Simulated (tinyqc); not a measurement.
One-sided p+-n junction, ionisation integral and breakdown: one step of the calculation.

A p+ layer at x < 0 and an n drift layer from x = 0. Depletion approximation, built-in voltage neglected. Local ionisation coefficients alpha_n = an exp(-(bn/E)^mx), alpha_p = ap exp(-(bp/E)^mx). Electrons move towards +x, holes towards x = 0.

Question. Ionisation integrals by the trapezoid rule. G(x) = integral from 0 to x of (alpha_n - alpha_p); I_n = integral of alpha_n exp(-G) (electrons injected at x = 0), I_p = integral of alpha_p exp(G(end) - G) (holes injected at the far edge); M = 1/(1 - I). All integrals by the trapezoid rule on the grid.

```
point	x (um)	alpha_n (1/cm)	alpha_p (1/cm)
0	0.00000000	55208.136	29306.014
1	0.02614096	47112.918	22739.234
2	0.05228191	39344.724	17043.949
3	0.07842287	32002.306	12247.342
4	0.10456383	25194.867	8353.1661
5	0.13070478	19038.674	5335.4436
6	0.15684574	13650.457	3133.1944
7	0.18298670	9136.1522	1648.0605
8	0.20912765	5573.6157	747.43090
9	0.23526861	2988.9678	275.79463
10	0.26140956	1329.5991	75.457946
```

Give: G; alpha_n exp(-G); I_n; I_p; M_n; M_p.

Answer.

```
point	G	alpha_n exp(-G) (1e4 1/cm)
0	0.0000	5.521
1	0.0657	4.412
2	0.1267	3.466
3	0.1817	2.669
4	0.2295	2.003
5	0.2694	1.454
6	0.3011	1.010
7	0.3246	0.660
8	0.3407	0.396
9	0.3506	0.211
10	0.3558	0.093
```

I_n = 0.4990
I_p = 0.2841
M_n = 1.996
M_p = 1.397

Computed by the program tinyqc: `OMP_NUM_THREADS=1 python tinyqc.py 2120071 2120072 out.jsonl`, one thread of a shared Intel Xeon 2.30GHz, about 0.03 s for the whole run.
